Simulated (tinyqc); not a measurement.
## Tunnelling through a gate dielectric with the two-band (Franz) dispersion, WKB transmission and Tsu-Esaki current: effect of temperature

Electrons leave the emitter at x = 0. Energies E (motion across the layers) are in eV from the emitter Fermi level; the collector Fermi level lies at -V and offers states at every E. No charge in the dielectric and no image force: F1 = V/t1, U = phi1 - F1 x. With C = hbar^2/(2 m0), kappa = sqrt(m u (1 - u/Egx)/C), u = U - E where U > E and 0 elsewhere; T(E) = exp(-S), S = 2 times the integral of kappa over x.

Each layer adds (2/F) sqrt(m/C) [G(u at its left edge) - G(u at its right edge)] to S, with u = U - E (0 where negative) and G(u) = Egx^1.5 (th - sin(4 th)/4)/4, th = arcsin sqrt(u/Egx). J = J0 times the integral of T(E) N(E) dE, N = ln[(1 + exp(-E/Vt))/(1 + exp((-E - V)/Vt))], J0 = q^2 me m0 kB T/(2 pi^2 hbar^3) (times 1e-4 for A/cm^2 per eV), from E = -Ef to far above the barrier (T = 1 there), by quadrature converged to the digits shown.

Inputs (values chosen for the exercise); dielectric values close to those of silicon dioxide: Fermi energy of the emitter above its band bottom Ef = 0.18 eV; emitter mass in the supply function me = 0.46 m0; barrier of layer 1 above the emitter Fermi level at zero bias phi1 = 3.09 eV; tunnelling mass of layer 1 m1 = 0.51 m0; thickness of layer 1 t1 = 5.5 nm; gap parameter of the two-band dispersion, set freely Egx = 8.6 eV; voltage across the dielectric V = 4.8 V.

Constants: q = 1.602176634e-19 C, kB = 1.380649e-23 J/K, hbar = 1.054571817e-34 J s, m0 = 9.1093837015e-31 kg, Vt = kB T/q, hbar^2/(2 m0) = 0.0380998212 eV nm^2. Results are converted to the units shown.

Result of one run:

| T (K) | J (A/cm^2) | mean E of the current (eV) |
|---|---|---|
| 750 | 3.527e-4 | 0.1568 |

What becomes of these results when the temperature T is changed from 750 to 300 K, all else the same?

Result of the changed run:

| T (K) | J (A/cm^2) | mean E of the current (eV) |
|---|---|---|
| 300 | 9.350e-5 | -0.07138 |

The whole series:

| T (K) | J (A/cm^2) | mean E of the current (eV) |
|---|---|---|
| 50 | 7.388e-5 | -0.09572 |
| 100 | 7.540e-5 | -0.09374 |
| 200 | 8.178e-5 | -0.08562 |
| 300 | 9.350e-5 | -0.07138 |
| 400 | 1.126e-4 | -0.04958 |
| 500 | 1.432e-4 | -0.01742 |
| 600 | 1.935e-4 | 0.03048 |
| 750 | 3.527e-4 | 0.1568 |

Between 50 and 300 K the current changes by a factor of 1.27, and between 300 and 750 K by 3.77; the mean energy of the current rises from -0.0957 to 0.157 eV. The transmission grows by a factor e over d = 0.0848 eV near E = 0, equal to kB T/q at 984 K: far below that temperature the thermal tail adds little.

tinyqc, about 0.02 s, one thread, Intel Xeon 2.30GHz (shared host): `OMP_NUM_THREADS=1 python tinyqc.py 2540143 2540144 out.jsonl`
